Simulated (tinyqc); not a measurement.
# Biaxially strained (001) channel, valley splitting in an inversion layer: what changes with what

A thin layer grown on a relaxed buffer is stretched in the plane. The two valleys with their long axis along the growth direction (D2) sink against the four in-plane ones (D4); confinement in a triangular well splits them too. Only the lowest subband of each set is kept; one relaxation time, so the weakening of intervalley scattering is left out.

Parameters, values chosen for the exercise; values close to those of silicon on relaxed silicon-germanium:
```
symbol   value   unit                                meaning
T          293      K                            temperature
x         0.13         germanium share of the relaxed buffer
b1      0.0418                   lattice mismatch per unit x
c11        168    GPa                       elastic constant
c12       62.2    GPa                       elastic constant
Xu        9.23     eV            shear deformation potential
ml        0.91     m0                      longitudinal mass
mt       0.188     m0                        transverse mass
F         0.38  MV/cm                        confining field
Ns      3.9e12  cm^-2                      inversion density
bv       0.384     nm                         Burgers vector
```

Constants: q = 1.602176634e-19 C, kB = 1.380649e-23 J/K, hbar = 1.054571817e-34 J s, m0 = 9.1093837015e-31 kg, Vt = kB T/q, hbar^2/(2 m0) = 0.0380998212 eV nm^2. Results are converted to the units shown.

Each table varies one quantity; the others keep the values above.

## Effect of the confining field

e_par = b1 x, e_perp = -2 (c12/c11) e_par, splitting D = Xu (e_par - e_perp), in-plane stress (c11 + c12 - 2 c12^2/c11) e_par. Levels E(m) = 2.33811 (hbar^2 q^2 F^2/(2 m))^(1/3): E2 = E(ml), E4 = E(mt) + D; N2 = 2 mt kB T/(pi hbar^2), N4 = 4 sqrt(mt ml) kB T/(pi hbar^2). EF solves Ns = N2 ln(1 + exp((EF - E2)/Vt)) + N4 ln(1 + exp((EF - E4)/Vt)); f2 is the share in D2, and 1/mc = f2/mt + (1 - f2)(1/mt + 1/ml)/2. The gain is mc(x = 0)/mc.

The same in every row: D (meV) = 87.30.

Result of one run:
```
F (MV/cm)  f2 without strain      f2  mc (m0)   gain
0.1                   0.3632  0.9260   0.1937  1.299
```

What becomes of these results when the confining field F is changed from 0.1 to 1.1 MV/cm, all else the same?

Result of the changed run:
```
F (MV/cm)  f2 without strain      f2  mc (m0)   gain
1.1                   0.9577  0.9986   0.1881  1.016
```

The whole series:
```
F (MV/cm)  f2 without strain      f2  mc (m0)   gain
0.1                   0.3632  0.9260   0.1937  1.299
0.3                   0.5991  0.9736   0.1900  1.177
0.5                   0.7623  0.9887   0.1888  1.099
0.7                   0.8648  0.9946   0.1884  1.054
0.9                   0.9244  0.9973   0.1882  1.030
1.1                   0.9577  0.9986   0.1881  1.016
1.3                   0.9761  0.9992   0.1881  1.009
1.5                   0.9863  0.9996   0.1880  1.005
```

As F goes from 0.1 to 1.5 MV/cm, f2 rises from 0.926 to 1.00 (without strain: it rises from 0.363 to 0.986) and the gain falls from 1.30 to 1.01. Strong confinement already empties D4, so strain has less to move. For F = 0.1 to 0.3 MV/cm the second D2 subband, left out here, lies within 2 Vt of EF or below it.

## Effect of the germanium share of the relaxed buffer

Same model as above.

Critical thickness (Matthews-Blakeslee, 60-degree dislocations): h = bv (1 - nu/4)[ln(h/bv) + 1]/(4 pi e_par (1 + nu)), nu = c12/(c11 + c12).

The same in every row: f2 without strain = 0.67257.

Results:
```
x     D (meV)       f2  mc (m0)    gain  critical thickness (nm)
0.03   20.145  0.80670  0.20361  1.0612                   120.77
0.09   60.435  0.94923  0.19186  1.1261                   32.412
0.15   100.73  0.98898  0.18883  1.1443                   17.175
0.27   181.31  0.99954  0.18803  1.1491                   8.0308
0.33   221.60  0.99991  0.18801  1.1492                   6.1319
0.39   261.89  0.99998  0.18800  1.1493                   4.8721
0.45   302.18   1.0000  0.18800  1.1493                   3.9818
```

Estimate the missing row, x = 0.21.

Computed row:
```
x     D (meV)       f2  mc (m0)    gain  critical thickness (nm)
0.21   141.02  0.99773  0.18817  1.1482                   11.168
```

With this row back in the table: As x goes from 0.03 to 0.45, f2 rises from 0.807 to 1.00 (without strain: it stays at 0.673) and the gain rises from 1.06 to 1.15. The gain cannot pass 1.149, reached when D4 is empty, while the critical thickness falls from 121 to 3.98 nm.

tinyqc, about 0.01 s, one thread, Intel Xeon 2.30GHz (shared host): `OMP_NUM_THREADS=1 python tinyqc.py 2530125 2530126 out.jsonl`
